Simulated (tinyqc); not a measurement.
# From width at half maximum back to temperature T

Model: Haynes-Shockley experiment: drift, diffusion and decay of a minority-carrier pulse. Computed by tinyqc, a small Python program. Command: `OMP_NUM_THREADS=1 python tinyqc.py 3112985 3112986 out.jsonl haynes inv`. One thread of a shared host (Intel(R) Xeon(R) Processor @ 2.30GHz), about 0.02 s of CPU time with the checks.

A thin sheet of excess carriers is made at x = 0, t = 0 in a long uniform bar; injection is low, so the pulse moves with the minority mobility.

Inputs (values chosen for the exercise, modelled on electrons in p-type germanium in a lightly doped bar):
```
quantity                       value         unit
minority mobility mu            3660   cm^2/(V s)
lifetime tau                      70  microsecond
field F                           10         V/cm
distance d to the collector     0.28           cm
injected sheet density N0    3.1e+10       1/cm^2
```

Constants: k_B = 8.617333262e-05 eV/K.

Method:
- D = mu k_B T/e, v = mu F.
- Transit time d/v, diffusion length sqrt(D tau), drift length v tau, Peclet number v d/D = e F d/(k_B T).
- dn(x, t) = N0/sqrt(4 pi D t) exp(-(x - v t)^2/(4 D t) - t/tau).
- At fixed x the signal peaks where d ln(dn)/dt = 0: a t^2 + t/2 - x^2/(4 D) = 0 with a = v^2/(4 D) + 1/tau.
- The full width at half maximum is found by solving dn(x, t) = peak/2 on both sides of the peak.

Task: A run gave the result below. Find the temperature T, known to lie between 260 and 350 K.

width at half maximum = 2.40688 microsecond

Result:

Each step takes the trial c = (a f_b - b f_a)/(f_b - f_a), f being the result less the target and a, b, c the logarithms of the listed values; c replaces end b, the old b replaces a if the sign of f changed, and otherwise f_a is halved.

Scan of the range:
```
temperature T (K)  width at half maximum (microsecond)
260                                            2.26122
273                                            2.31615
287                                            2.37380
302                                            2.43395
317                                            2.49254
333                                            2.55344
350                                            2.61647
```

False position (Illinois rule, in the logarithm of the input) inside the bracket:
```
step    end a    end b    trial  width at half maximum (microsecond)
1     287.000  302.000  295.155                              2.40670
2     302.000  295.155  295.200                              2.40688
3     302.000  295.200  295.200                              2.40688
4     295.200  295.200  295.200                              2.40688
```

Width at half maximum rises at every point of a 13-point scan of the range (every second point is shown), so one value fits; it is bracketed by 287 and 302. Answer: temperature T = 295.2 K.
